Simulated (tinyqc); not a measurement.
Reverse leakage of an n+-p junction: diffusion, generation, trap-assisted and band-to-band tunnelling: two steps of the calculation.

One-sided abrupt junction in the depletion approximation, x from the junction (0) to W on the p side, field F = F0 (1 - x/W). Flat quasi-Fermi levels, long p side. Traps generate through SRH with both lifetimes shortened by 1 + Gamma (Hurkx enhancement, form for moderate fields); band-to-band generation is local and needs a total bending above Eg.

Parameters, values chosen for the exercise; band and dielectric values close to those of gallium arsenide:
- T = 300 K (temperature)
- Eg = 1.4 eV (band gap)
- Na = 1.8e17 cm^-3 (acceptor density of the lighter side)
- Nd = 1e19 cm^-3 (donor density of the heavier side)
- tau = 3e-6 s (SRH lifetime of both carriers at zero field)
- Et = 0 eV (trap level above the intrinsic level)
- Ab = 1.1e16 cm^-0.5 V^-2.5 s^-1 (band-to-band prefactor)
- Bb = 1.62e7 V/cm (band-to-band field constant)
- VR = 2.8 V (reverse bias)

Constants: q = 1.602176634e-19 C, kB = 1.380649e-23 J/K, Vt = kB T/q. Results are converted to the units shown.

Problem 1. Generation rates across the layer. u = (Vbi + VR)(1 - x/W)^2, p = Na exp(-u/Vt), n = Nd exp((u - Vbi - VR)/Vt); G0 = ni^2 (1 - exp(-VR/Vt))/(tau (n + p + 2 ni cosh(Et/Vt))); Gamma = 2 sqrt(3 pi)(F/FG) exp((F/FG)^2); trap-assisted part G0 Gamma; G_bb = Ab F^2.5 exp(-Bb/F) with F in V/cm, zero unless Vbi + VR > Eg. 16 equal steps.

ni = 3.4555780e6 cm^-3
Vbi = 1.3797173 V
W = 182.65983 nm
F0 = 457.65042 kV/cm
FG = 218.83244 kV/cm

Find: x; F; Gamma; G0; G0 Gamma; G_bb.

Solution 1.

| point | x (nm) | F (kV/cm) | Gamma | G0 (cm^-3 s^-1) | G0 Gamma (cm^-3 s^-1) | G_bb (1e14 cm^-3 s^-1) |
|---|---|---|---|---|---|---|
| 0 | 0.0 | 457.7 | 1019 | 0.3980 | 405.5 | 6.599 |
| 1 | 11.4 | 429.0 | 562.3 | 1.266e8 | 7.121e10 | 0.530 |
| 2 | 22.8 | 400.4 | 319.8 | 5.759e11 | 1.842e14 | 0.030 |
| 3 | 34.2 | 371.8 | 187.2 | 5.759e11 | 1.078e14 | 0.001 |
| 4 | 45.7 | 343.2 | 112.7 | 5.759e11 | 6.493e13 | 0.000 |
| 5 | 57.1 | 314.6 | 69.77 | 5.759e11 | 4.018e13 | 0.000 |
| 6 | 68.5 | 286.0 | 44.30 | 5.759e11 | 2.552e13 | 0.000 |
| 7 | 79.9 | 257.4 | 28.82 | 5.759e11 | 1.660e13 | 0.000 |
| 8 | 91.3 | 228.8 | 19.16 | 5.759e11 | 1.104e13 | 0.000 |
| 9 | 102.7 | 200.2 | 12.98 | 5.754e11 | 7.466e12 | 0.000 |
| 10 | 114.2 | 171.6 | 8.907 | 1.286e11 | 1.145e12 | 0.000 |
| 11 | 125.6 | 143.0 | 6.151 | 1.591e8 | 9.784e8 | 0.000 |
| 12 | 137.0 | 114.4 | 4.219 | 5.410e5 | 2.282e6 | 0.000 |
| 13 | 148.4 | 85.8 | 2.808 | 6504 | 1.826e4 | 0.000 |
| 14 | 159.8 | 57.2 | 1.719 | 276.6 | 475.3 | 0.000 |
| 15 | 171.2 | 28.6 | 0.8164 | 41.58 | 33.95 | 0.000 |
| 16 | 182.7 | 0.0 | 0 | 22.11 | 0 | 0.000 |

Problem 2. Current components. 16 equal steps.

Each current is q times the trapezoid sum of its rate; J adds J_diff; J_bb under 1e-8 of the sum is given as 0.

| point | x (nm) | G0 (cm^-3 s^-1) | G0 Gamma (cm^-3 s^-1) | G_bb (cm^-3 s^-1) |
|---|---|---|---|---|
| 0 | 0.00000 | 0.39803398 | 405.47229 | 6.5991097e14 |
| 1 | 11.41624 | 1.2663766e8 | 7.1213651e10 | 5.3031113e13 |
| 2 | 22.83248 | 5.7590057e11 | 1.8416717e14 | 3.0083479e12 |
| 3 | 34.24872 | 5.7592967e11 | 1.0782427e14 | 1.1126858e11 |
| 4 | 45.66496 | 5.7592967e11 | 6.4932320e13 | 2.4139291e9 |
| 5 | 57.08120 | 5.7592967e11 | 4.0180779e13 | 2.6596828e7 |
| 6 | 68.49744 | 5.7592967e11 | 2.5515914e13 | 1.2168588e5 |
| 7 | 79.91368 | 5.7592967e11 | 1.6598873e13 | ~0 |
| 8 | 91.32991 | 5.7592963e11 | 1.1035461e13 | ~0 |
| 9 | 102.74615 | 5.7538533e11 | 7.4660655e12 | ~0 |
| 10 | 114.16239 | 1.2855689e11 | 1.1450514e12 | ~0 |
| 11 | 125.57863 | 1.5906500e8 | 9.7837617e8 | ~0 |
| 12 | 136.99487 | 5.4095021e5 | 2.2824478e6 | ~0 |
| 13 | 148.41111 | 6504.0601 | 18262.120 | ~0 |
| 14 | 159.82735 | 276.55095 | 475.28253 | ~0 |
| 15 | 171.24359 | 41.584313 | 33.948219 | ~0 |
| 16 | 182.65983 | 22.112999 | 0 | 0 |

J_diff = 1.3017420e-20 A/cm^2

Give: J_SRH; J_TAT; J_bb; J.

Solution 2.

J_SRH = 8.6620e-13 A/cm^2
J_TAT = 8.3944e-11 A/cm^2
J_bb = 7.0622e-11 A/cm^2
J = 1.5543e-10 A/cm^2

Range of the model: The n+ side is degenerate, so Vbi from Boltzmann statistics is only a guide.

Computed by the program tinyqc: `OMP_NUM_THREADS=1 python tinyqc.py 2290020 2290021 out.jsonl`, one thread of a shared Intel Xeon 2.30GHz, about 0.01 s for the whole run.

~0 in a residual or rate marks an entry under 1e-11 of the largest of its column.
